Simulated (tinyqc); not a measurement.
Inside a calculation. Method: tight binding, honeycomb lattice. One step of it, computed by the program tinyqc.

Question. Bloch Hamiltonian at K. H_AB = -t1 (1 + exp(-i k.a1) + exp(-i k.a2)); H_AA = delta - 2 t2 sum cos(k.b + phi), H_BB = -delta - 2 t2 sum cos(k.b - phi), b = a1, a2 - a1, -a2.

Parameters chosen for this model:
```
parameter,value,unit
t1,1.770000,"eV, nearest"
t2,0.370000,"eV, second neighbours"
phi,-2.640000,"rad, phase of t2 (Haldane)"
delta,0,"eV, +/- on A and B"
```

k point K (fractions of the reciprocal vectors): 0.333333  0.666667

Give: H(k) at K.

Answer.

H(k) at K (eV):
```
,A,B
A,-1.8977,0.0000
B,0.0000,-0.0488
```
